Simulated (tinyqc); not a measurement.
X-ray reflectivity of a thin film on silicon: critical angles, Parratt recursion, fringes and roughness: one step, computed by the program tinyqc.

n = 1 - delta + i beta; the classical electron radius is r_e = 2.8179403e-6 nm. Layer 0 is vacuum, 1 the film, 2 the substrate.

Question. Optical constants. delta = r_e lambda^2 rho_e/(2 pi), rho_e = density x electrons per mass x N_A; critical angle sqrt(2 delta), q_c = 4 sqrt(pi r_e rho_e).

Inputs (values chosen for the exercise, modelled on a porous low-k film on silicon, copper K-alpha radiation):

| quantity | value | unit |
|---|---|---|
| wavelength lambda | 0.15406 | nm |
| film density rho | 1.37 | g/cm^3 |
| effective electrons per unit mass, film | 0.521 | mol/g |
| beta/delta, film | 0.01 | - |
| substrate density | 2.33 | g/cm^3 |
| effective electrons per unit mass, substrate | 0.507 | mol/g |
| beta/delta, substrate | 0.023 | - |

Constants: N_A = 6.02214076e+23 1/mol.

Give: the table «Constants» with the columns rho_e (1/nm^3), delta, beta, critical angle (degrees), q_c (1/nm), for layer = film, substrate.

Answer.

Constants:

| layer | rho_e (1/nm^3) | delta | beta | critical angle (degrees) | q_c (1/nm) |
|---|---|---|---|---|---|
| film | 429.84 | 4.5755e-06 | 4.5755e-08 | 0.17332 | 0.24675 |
| substrate | 711.40 | 7.5726e-06 | 1.7417e-07 | 0.22298 | 0.31744 |

The film is less dense in electrons than the substrate, so a second edge from the substrate can show.
